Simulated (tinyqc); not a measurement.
How errors in the targets pass to the parameters: fitting sp3s* parameters to three gaps by Newton steps.

J:
```
           Esc    Vsapc      Exc
Gamma  0.71446  0.00000  0.00000
X      0.00000  0.50989  0.00000
L      0.36178  0.33796  0.04444
```

The gaps at Gamma, X and L of an sp3s* model are fitted with Esc, Vsapc and Exc; J holds the derivatives of the gaps by these parameters at the start. The change of each parameter for +10 meV on one target is 10 J^-1, in meV.

Shifts (meV):

| target raised | Esc | Vsapc | Exc |
|---|---|---|---|
| Gamma | 14.0 | 0.0 | -114.0 |
| X | 0.0 | 19.6 | -149.2 |
| L | 0.0 | 0.0 | 225.0 |

root sum of squares (meV): Esc 14.0, Vsapc 19.6, Exc 293.1

What can be read from this table?

Independent errors of 10 meV leave Exc least certain (293 meV) and Esc best fixed (14.0 meV). The largest single entry, 225 meV, comes from the target at L.

Computed by tinyqc, a small Python program: `OMP_NUM_THREADS=1 python tinyqc.py 1450651 1450652 out.jsonl` (the numbers bound the seed that draws the inputs); one thread of a shared host (Intel(R) Xeon(R) Processor @ 2.30GHz), about 0.1 s for the whole set of steps.
